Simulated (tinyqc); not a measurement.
Worked calculation: kinetic Monte Carlo and master equation for a particle on a ring of sites with traps and bias. Computed by tinyqc, a small Python program that keeps every step. Command: `OMP_NUM_THREADS=1 python tinyqc.py 3013084 3013085 out.jsonl kmc walk`. One thread of a shared host (Intel(R) Xeon(R) Processor @ 2.30GHz), about 0.1 s of CPU time with the checks. Intermediate numbers are printed to about 5 digits and carried at full precision; extremes and crossings named in words are read from the listed rows.

6 sites on a ring, numbered 1 to 6. The saddle between i and i+1 lies at E0 + s b_i and site i at s eps_i; a force F tilts the landscape, with the saddle half-way.

Inputs (values chosen for the exercise, for a model defect):
```
quantity                          value         unit
reference barrier E0               0.37           eV
scale factor s of the disorder        1            -
attempt frequency nu                  2          THz
temperature T                       280            K
site spacing a                      3.8     angstrom
force F along the ring          0.00016  eV/angstrom
seed of the random numbers       410956            -
```

Disorder: random barriers.

site energies eps_i (eV): 0  0  0  0  0  0

saddle shifts b_i between sites i and i+1 (eV): 0.025  -0.018  0.035  -0.035  -0.015  -0.0022

Constants: k_B = 8.617333262e-05 eV/K.

## Rate table

Rates: k(i to i+1) = nu exp(-(E0 + s b_i - s eps_i - F a/2)/(k_B T)), k(i to i-1) = nu exp(-(E0 + s b_(i-1) - s eps_i + F a/2)/(k_B T)). Share right = k right/(k right + k left); mean stay = 1/(k right + k left).

Rates, shares of right hops and mean stays:
```
site  k right (1/s)  k left (1/s)  share right  mean stay (s)
1        1.5733e+05    4.7364e+05      0.24935     1.5849e-06
2        9.3493e+05    1.5342e+05      0.85904     9.1882e-07
3        1.0395e+05    9.1167e+05      0.10235     9.8462e-07
4        1.8913e+06    1.0136e+05      0.94913     5.0183e-07
5        8.2563e+05    1.8443e+06      0.30924     3.7455e-07
6        4.8573e+05    8.0508e+05      0.37630     7.7471e-07
```

The particle stays longest on site 1, 4.2 times as long as on the quickest site.

## Twelve steps of the residence-time algorithm

Random numbers:
```
step      r1      r2
1     0.6701  0.4338
2     0.9278  0.5785
3     0.2734  0.0549
4     0.5276  0.5318
5     0.5854  0.8082
6     0.3282  0.2116
7     0.2037  0.0419
8     0.1062  0.8275
9     0.6348  0.1289
10    0.7016  0.9314
11    0.4637  0.2206
12    0.4870  0.6357
```

Start on site 1 at t = 0. Hop right if r1 is below the share right, else left; advance the clock by -ln(r2) times the mean stay.

Trajectory:
```
step  site    hop    wait (s)   clock (s)  net hops
1        1   left  1.3236e-06  1.3236e-06        -1
2        6   left  4.2401e-07  1.7476e-06        -2
3        5  right  1.0870e-06  2.8347e-06        -1
4        6   left  4.8922e-07  3.3239e-06        -2
5        5   left  7.9758e-08  3.4036e-06        -3
6        4  right  7.7938e-07  4.1830e-06        -2
7        5  right  1.1882e-06  5.3713e-06        -1
8        6  right  1.4669e-07  5.5179e-06         0
9        1   left  3.2469e-06  8.7649e-06        -1
10       6   left  5.5056e-08  8.8199e-06        -2
11       5   left  5.6609e-07  9.3860e-06        -3
12       4  right  2.2734e-07  9.6134e-06        -2
```

## Steady state

Master equation dP/dt = W P, W_(i+1,i) = k right, W_(i-1,i) = k left, columns summing to zero. The steady state is its null vector; drift v = a sum P_i (k right - k left). D = a^2 lambda''(0)/2, where lambda(q) is the leading eigenvalue of W with right hops weighted by exp(q) and left hops by exp(-q). The slowest relaxation rate is minus the real part of the next eigenvalue of W. 1 angstrom = 1e-8 cm.

occupations P_i: 0.16970  0.16625  0.16918  0.16172  0.16520  0.16794

drift velocity v = 2.7218e-04 cm/s

diffusivity D = 4.1059e-10 cm^2/s

slowest relaxation rate = 1.7791e+05 1/s

The Boltzmann occupations exp(-s eps_i/(k_B T))/Z differ from these by at most 0.0049: the current piles particles up in front of high saddles.

## Closed form at zero force

At zero force D0 = a^2 nu exp(-E0/(k_B T)) / [<exp(-s eps/(k_B T))> <exp(s b/(k_B T))>], with means over the ring; Einstein relation v = D0 F/(k_B T); 1 angstrom = 1e-8 cm.

zero-force diffusivity D0 = 4.1045e-10 cm^2/s

D0 over the value without disorder = 0.64918

Einstein drift = 2.7217e-04 cm/s

F a/(k_B T) = 0.025; the true drift is 1.0000 times the Einstein value.

## Sampled drift against the exact one

400 independent walkers start on sites drawn with weights P_i (k right + k left), the steady shares of hops (random numbers not printed); the estimate is total displacement over total time, with its standard error from the spread between walkers.

Drift from sampling:
```
hops per walker  estimate (cm/s)  standard error (cm/s)  deviation in standard errors
10                    3.4646e-04             5.7552e-04                        0.1291
30                    5.0999e-04             3.1803e-04                        0.7478
100                   3.9468e-04             1.7054e-04                        0.7183
300                   2.8506e-04             9.5576e-05                        0.1347
1000                  3.5109e-04             5.0964e-05                        1.5484
3000                  3.1236e-04             2.9030e-05                        1.3839
```

The exact drift is 2.722e-4 cm/s. The standard error falls by a factor 3.35 from 100 to 1000 hops (sqrt10 = 3.16), and in the last row it is 11 % of the drift: a weak force is hard to see under thermal hops, which is why such runs use the Einstein relation instead.

Checks made by the program: closed form against the master equation at zero force (relative difference 2e-06).
